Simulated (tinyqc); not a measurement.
Raising U: Hubbard chain of 3 sites, mean field against exact. Computed by the program tinyqc. Collinear unrestricted mean field (the lowest of 40 random starts) against exact diagonalisation.

one-body matrix (hopping and site energies) (eV):
```
         1        2        3
1   0.0000  -1.8000   0.0000
2  -1.8000   0.0000  -1.8000
3   0.0000  -1.8000   0.0000
```

electrons, up and down: 2  1

Exact and mean-field results (eV):

| U | U/t | E exact | E mean field | mean \|n_up - n_down\| | double occupancy, exact | first gap in the sector |
|---|---|---|---|---|---|---|
| 0.900 | 0.500 | -4.55534 | -4.53440 | 0.367 | 0.188 | 2.420 |
| 1.800 | 1.000 | -4.07438 | -3.99310 | 0.413 | 0.168 | 2.274 |
| 3.600 | 2.000 | -3.27616 | -3.00000 | 0.556 | 0.129 | 1.958 |
| 5.400 | 3.000 | -2.67363 | -2.23706 | 0.729 | 0.096 | 1.663 |
| 7.200 | 4.000 | -2.22492 | -1.73648 | 0.837 | 0.072 | 1.416 |
| 10.800 | 6.000 | -1.63212 | -1.18239 | 0.926 | 0.042 | 1.062 |
| 14.400 | 8.000 | -1.27388 | -0.89275 | 0.958 | 0.026 | 0.837 |
| 21.600 | 12.000 | -0.87616 | -0.59789 | 0.981 | 0.013 | 0.580 |
| 36.000 | 20.000 | -0.53469 | -0.35955 | 0.993 | 4.85e-03 | 0.356 |

What does the comparison show, and why?

In absolute terms mean field is worst at U/t = 4.0, 0.488 eV too high: at small U it is nearly exact, and at large U it misses only exchange-scale energies. Relative to the exact energy its error is 0.5 % at the smallest U, 33 % at most and 33 % at the largest. The double occupancy falls from 0.188 to 0.005; at the largest U the first gap is 0.99 times the exchange scale 4t^2/U.
